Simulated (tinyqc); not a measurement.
Deal-Grove kinetics of thermal oxidation of silicon. Changing the time t. Computed by tinyqc, a small Python program. Command: `OMP_NUM_THREADS=1 python tinyqc.py 3004341 3004342 out.jsonl oxide sweep`. One thread of a shared host (Intel(R) Xeon(R) Processor @ 2.30GHz), about 0.2 s of CPU time with the checks.

Oxidant diffuses through the oxide and reacts at the interface, so that dx/dt = B/(A + 2x) for the oxide thickness x.

Inputs (values chosen for the exercise, close to those used for silicon):

| quantity | value | unit |
|---|---|---|
| prefactor B0 | 368 | um^2/h |
| activation energy E_B | 0.784 | eV |
| prefactor (B/A)0 | 1.85e+08 | um/h |
| activation energy E_A | 2.04 | eV |
| temperature T | 850 | C |
| oxidant pressure p | 0.5 | atm |
| pressure exponent m of B/A | 1 | - |
| initial oxide x_i | 0.1 | um |

Ambient: steam. Surface: (111).

Constants: k_B = 8.617333262e-05 eV/K.

Method:
- B = B0 p exp(-E_B/(k_B T)), B/A = (B/A)0 p^m exp(-E_A/(k_B T)), p in atm; A = B/(B/A).
- Temperatures in kelvin are T(C) + 273.15.
- tau = (x_i^2 + A x_i)/B and x = (A/2) [sqrt(1 + 4 B (t + tau)/A^2) - 1], the root of x^2 + A x = B (t + tau).
- Silicon consumed is 0.44 times the oxide grown; the rate is B/(A + 2x).

One run for each value:

| time t (h) | oxide thickness x (um) | final growth rate (um/h) | silicon consumed (um) |
|---|---|---|---|
| 0.03 | 0.1016 | 0.052506 | 6.9411e-04 |
| 0.074 | 0.1039 | 0.052279 | 1.7084e-03 |
| 0.18 | 0.1094 | 0.051745 | 4.1342e-03 |
| 0.45 | 0.1232 | 0.050455 | 1.0204e-02 |
| 1.1 | 0.1551 | 0.047706 | 2.4230e-02 |
| 2.7 | 0.2270 | 0.042485 | 5.5871e-02 |
| 6.6 | 0.3758 | 0.034639 | 1.2136e-01 |
| 16 | 0.6536 | 0.025761 | 2.4356e-01 |
| 40 | 1.1555 | 0.017605 | 4.6444e-01 |

Over the rows, oxide thickness x (um) rises from 0.102 to 1.16 (exponent d ln y / d ln x 0.025 between the first rows and 0.62 between the last); final growth rate (um/h) falls from 0.0525 to 0.0176 (exponent d ln y / d ln x -0.0048 between the first rows and -0.42 between the last); silicon consumed (um) rises from 6.94e-4 to 0.464 (exponent d ln y / d ln x 1.00 between the first rows and 0.70 between the last). The rate B/(A + 2x) falls as the film lengthens the diffusion path.
